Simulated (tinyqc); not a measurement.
AlGaN/GaN HEMT with access regions, lumped model: one step of the calculation.

A polarisation-induced electron sheet under a Schottky gate, in series with two ungated access regions and contacts. Drift law v = mu E/(1 + mu E/vs) under the gate. Currents in mA/mm, resistances in ohm mm. No self-heating, no channel-length modulation; fits for polarisation, barrier and offset are chosen for the exercise.

Question. Polarisation charge, threshold and sheet resistance. sigma = (5e13 x + 1.6e13 x^2) cm^-2, phiB = 0.84 + 1.3 x, dEc = 0.7 (1.71 x + x^2) in volts, Cb = eps0 eps_r/d, VT = phiB - dEc - q sigma/Cb, access density n0 = -Cb VT/q. Rsh = 1/(q mu n0); largest access current q n0 vs.

Parameters, values chosen for the exercise; values close to those of AlGaN/GaN structures: aluminium share of the barrier x = 0.2; barrier thickness d = 15 nm; relative permittivity of barrier and channel eps_r = 9.6; channel mobility mu = 1800 cm^2/(V s); saturation velocity vs = 1.2e7 cm/s.

Constants: q = 1.602176634e-19 C, eps0 = 8.8541878128e-14 F/cm where lengths are in cm. Results are converted to the units shown.

Wanted: sigma; Cb; VT; n0; Rsh; q n0 vs.

Answer.

sigma = 1.064e13 cm^-2
Cb = 0.5667 uF/cm^2
VT = -2.176 V
n0 = 7.695e12 cm^-2
Rsh = 450.6 ohm
q n0 vs = 1479 mA/mm

Numbers from tinyqc (`OMP_NUM_THREADS=1 python tinyqc.py 2570117 2570118 out.jsonl`; about 0.01 s on one thread of a shared Intel Xeon 2.30GHz).
